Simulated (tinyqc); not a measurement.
# Poole-Frenkel parameters from three currents

Problem. Poole-Frenkel conduction in an insulator follows J = s0 F exp[-(pt - sqrt(q F/(pi eps0 ei)))/Vt], Vt = kB T/q, F in V/cm. Find ei, pt and s0.

Constants: q = 1.602176634e-19 C, kB = 1.380649e-23 J/K, eps0 = 8.8541878128e-14 F/cm where lengths are in cm. Results are converted to the units shown.

J at (0.65 MV/cm, 350 K), (2.59 MV/cm, 350 K) and (2.59 MV/cm, 400 K) (A/cm^2): [0.061711858, 4447.0802, 10083.835]

Answer. The two fields give the lowering coefficient and so ei; the two temperatures give the lowered barrier, to which the lowering is added back.

ei = 4.25
pt = 0.790 eV
s0 = 1.20 S/cm

Program tinyqc, `OMP_NUM_THREADS=1 python tinyqc.py 2370032 2370033 out.jsonl`; Intel Xeon 2.30GHz, shared host, one thread, about 0.01 s.
